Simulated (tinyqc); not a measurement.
## Insulator thickness and V0 from two charges

Problem. In an undoped wire Vg - V0 = Q/Cox + Vt ln(Q/Q0) + Vt ln(1 + Q/Q0) at the source, with Q0 = 4 eps0 eps_r Vt/R and Cox = eps0 eox/(R ln(1 + tox/R)). Find Cox, tox and V0.

Parameters, values chosen for the exercise; material values close to those of silicon:
- T = 300 K (temperature)
- eps_r = 11.6 (relative permittivity of the semiconductor)
- eox = 23.8 (relative permittivity of the gate insulator)
- R = 4 nm (wire radius)

Constants: q = 1.602176634e-19 C, kB = 1.380649e-23 J/K, Vt = kB T/q, eps0 = 8.8541878128e-14 F/cm where lengths are in cm. Results are converted to the units shown.

Qs at Vg = 0.8 and 1.2 V (nC/cm^2): 1358.1023  3615.1892

Solution. The two equations are linear in 1/Cox and V0; tox follows by inverting the logarithm.

Cox = 6.409 uF/cm^2
tox = 5.100 nm
V0 = 0.4991 V

Numbers from tinyqc (`OMP_NUM_THREADS=1 python tinyqc.py 2460152 2460153 out.jsonl`; about 0.03 s on one thread of a shared Intel Xeon 2.30GHz).
